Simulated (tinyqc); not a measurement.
Stillinger-Weber potential for a tetrahedral semiconductor. Changing the three-body strength lambda. Computed by tinyqc, a small Python program. Command: `OMP_NUM_THREADS=1 python tinyqc.py 3011362 3011363 out.jsonl swsi sweep`. One thread of a shared host (Intel(R) Xeon(R) Processor @ 2.30GHz), about 0.08 s of CPU time with the checks.

With x = r/sigma: pair term eps A (B x^-4 - 1) exp(1/(x - a)); for each pair of neighbours j, k of atom i, three-body term eps lambda exp(gamma/(x_ij - a) + gamma/(x_ik - a)) (cos theta_jik + 1/3)^2; both vanish beyond x = a. A = 7.049556277, B = 0.6022245584, a = 1.8.

Inputs (values chosen for the exercise, modelled on silicon): energy scale eps = 2.059 eV; length scale sigma = 2.075 angstrom; gamma = 1.2.

Constants: 1 eV/angstrom^3 = 160.2176634 GPa.

Method. All angles are tetrahedral, so only the pair term acts; its minimum lies at x = 2^(1/6) with depth eps, and second neighbours lie beyond the cut-off. a0 = 4 d/sqrt3; E = -2 eps per atom. Second derivatives of the energy per atom, volume a0^3/8: e_xx gives C11, e_xx = -e_yy gives 2 (C11 - C12), e_xy = e_yx = h/2 gives the unrelaxed C44(0). Under that shear the second sublattice shifts by u_z; minimising over u_z gives C44 = C44(0) - E_hu^2/(E_uu V) and Kleinman's zeta = |E_hu/E_uu|/(a0/4). The optical force constant is k = 4 E_uu, with M omega^2 = k at the zone centre.

One run for each value:
```
three-body strength lambda  C44 (GPa)  internal strain zeta  C11 (GPa)  C12 (GPa)  unrelaxed C44(0) (GPa)
2                                6.77               0.95447     103.79     96.809                   99.91
5                               16.19               0.89114     110.77     93.318                  101.08
10                              30.19               0.79701     122.41     87.500                  103.02
15                              42.41               0.71481     134.05     81.681                  104.95
21                              55.18               0.62895     148.01     74.699                  107.28
30                              71.27               0.52074     168.96     64.226                  110.77
40                              85.88               0.42249     192.23     52.589                  114.65
60                             108.02               0.27357     238.78     29.316                  122.41
```

Over the rows, C44 (GPa) rises from 6.77 to 108 (exponent d ln y / d ln x 0.95 between the first rows and 0.57 between the last); internal strain zeta falls from 0.954 to 0.274 (exponent d ln y / d ln x -0.075 between the first rows and -1.1 between the last); C11 (GPa) rises from 104 to 239 (exponent d ln y / d ln x 0.071 between the first rows and 0.53 between the last). At the low end the exponent of C44 is 0.95, close to 1: without bond bending the relaxed lattice has no shear stiffness. (C11 + 2 C12)/3 stays at 99.14 GPa, since uniform compression bends no bond, while (C11 - C12)/2 is proportional to lambda, 1.746 GPa per unit.

Caution (all rows): the original fit to silicon is too soft in shear (C44) and too stiff for the optical mode.
